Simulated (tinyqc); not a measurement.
MOSFET in the linear regime without short-channel effects, parameter extraction from computed curves: one step of the calculation.

Inversion charge Q = Cox n Vt W0(exp((Vg - VT)/(n Vt))), W0 the Lambert function and n = nf; u = Q/Cox; mobility mu = mu0/(1 + th1 u + th2 u^2); channel resistance Rch = (L - dL)/(W mu Q); Id = Vd/(Rch + Rsd/W). Cox = eps0 eox/tox. Small Vd, no channel-length or drain effects.

Task. The Y function. Y_i = Id_i/sqrt(gm_i). For Id = beta Vd x/(1 + th x), x = Vg - VT, Y = sqrt(beta Vd) x whatever th. Slope s from points 4 and 7; VT_Y = Vg - Y/s at point 7; beta = s^2/Vd; mobility beta L/(W Cox) with the drawn L; th* = (beta Vd x/Id - 1)/x at point 7.

Values chosen for this exercise; channel values of the order met in silicon transistors: relative permittivity of the gate insulator (close to hafnium oxide) eox = 22.4; insulator thickness tox = 4.8 nm; low-field mobility mu0 = 450 cm^2/(V s); second mobility attenuation factor th2 = 0 1/V^2; gate width W = 0.5 um; drawn gate length L = 0.52 um; drawn less effective length dL = 0.016 um; drain voltage Vd = 0.025 V.

Constants: eps0 = 8.8541878128e-14 F/cm where lengths are in cm. Results are converted to the units shown.

```
point  Vg (V)       Id (uA)
0        0.36  0.0056088352
1        0.44   0.081745073
2        0.52    0.74475700
3         0.6     2.5032290
4        0.68     4.6266553
5        0.76     6.6443402
6        0.84     8.4453395
7        0.92     10.026000
8           1     11.409736
```

gm, point 1 to 7 (uS): 4.6196760  15.134274  24.261864  25.881945  23.866777  21.135371  18.527477

Wanted: Y; s; VT_Y; beta; mobility from Y; th*.

Result.

Y, point 1 to 7 (uA^0.5 V^0.5): 0.038033  0.19144  0.50820  0.90943  1.3601  1.8370  2.3293
s = 5.9160 uA^0.5 V^-0.5
VT_Y = 0.52628 V
beta = 1400.0 uA/V^2
mobility from Y = 352.37 cm^2/(V s)
th* = 0.95098 1/V

The mobility from Y is 24 % below mu0 L/(L - dL) = 464 cm^2/(V s), which it should reach in deep inversion when th2 = 0.

Program tinyqc, `OMP_NUM_THREADS=1 python tinyqc.py 2210042 2210043 out.jsonl`; Intel Xeon 2.30GHz, shared host, one thread, about 0.01 s.
